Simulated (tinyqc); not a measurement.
Worked calculation: RKS/BLYP in the 6-31g basis, for H2, spin multiplicity 1. One step of it, computed by the program tinyqc.

Problem. Iteration 2: DIIS coefficients. Solve [B -1; -1 0][c; lambda] = [0; -1] for the coefficients, which sum to one.

B (overlaps of the stored error matrices):
```
,1,2
1,6.5809514e-02,-1.3819229e-02
2,-1.3819229e-02,4.5944782e-03
```

Give: DIIS coefficients.

Solution.

DIIS coefficients: 0.1878  0.8122
